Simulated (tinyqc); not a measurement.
Thermal stress and diffusional relaxation in a metal film: Coble and Nabarro-Herring creep, cooling and holds: one step, computed by the program tinyqc. Command: `OMP_NUM_THREADS=1 python tinyqc.py 3018066 3018067 out.jsonl creep walk`. One thread of a shared host (Intel(R) Xeon(R) Processor @ 2.30GHz), about 0.05 s of CPU time with the checks.

A thin film on a rigid substrate is stress-free at T0. Tension is positive and the film creeps linearly: d sigma/dt = -M (mismatch) dT/dt - sigma/tau.

Question. Creep at the hold temperature. Creep rate per stress: Nabarro-Herring 14 D Omega/(k_B T d^2), Coble (14 pi) delta D_b Omega/(k_B T d^3), with D = D0 exp(-E/(k_B T)), delta D_b = (delta D_b)0 exp(-E_b/(k_B T)); 1/tau = M x (sum of both)/2 (biaxial strain rate is half the uniaxial one). Temperatures in kelvin are T(C) + 273.15. sigma(t) = sigma_0 exp(-t/tau), relaxed part sigma_0 - sigma(t); the grain size where both mechanisms are equal is pi delta D_b/D.

Inputs (values chosen for the exercise, modelled on aluminium films on silicon):

| quantity | value | unit |
|---|---|---|
| biaxial modulus M | 101 | GPa |
| atomic volume Omega | 16.6 | angstrom^3 |
| lattice prefactor D0 | 0.00019 | m^2/s |
| lattice energy E | 1.49 | eV |
| boundary prefactor (delta D_b)0 | 5.1e-14 | m^3/s |
| boundary energy E_b | 0.905 | eV |
| grain size d | 0.18 | um |
| stress-free temperature T0 | 400 | C |
| hold temperature T | 140 | C |
| hold time t | 0.01 | h |
| yield stress | 520 | MPa |

stress after a quench sigma_0 = 527.826 MPa

Constants: k_B = 1.380649e-23 J/K; k_B = 8.617333262e-05 eV/K.

Give: Nabarro-Herring rate; Coble rate; relaxation time tau; stress after the hold; stress relaxed during the hold; crossover grain size.

Answer.

Nabarro-Herring rate = 1.594e-16 1/(Pa s)

Coble rate = 1.022e-11 1/(Pa s)

relaxation time tau = 5.383e-04 h

stress after the hold = 4.514e-06 MPa

stress relaxed during the hold = 527.8 MPa

crossover grain size = 11536 um

Coble creep is 64000 times as fast as Nabarro-Herring creep at this grain size. The crossover size is formal, far above any film grain. Caution: the elastic stress exceeds the yield stress, so dislocation glide would cap it first. Caution: bulk creep laws overstate relaxation in a bonded film, where the substrate constrains boundary diffusion, and dislocation glide is left out.
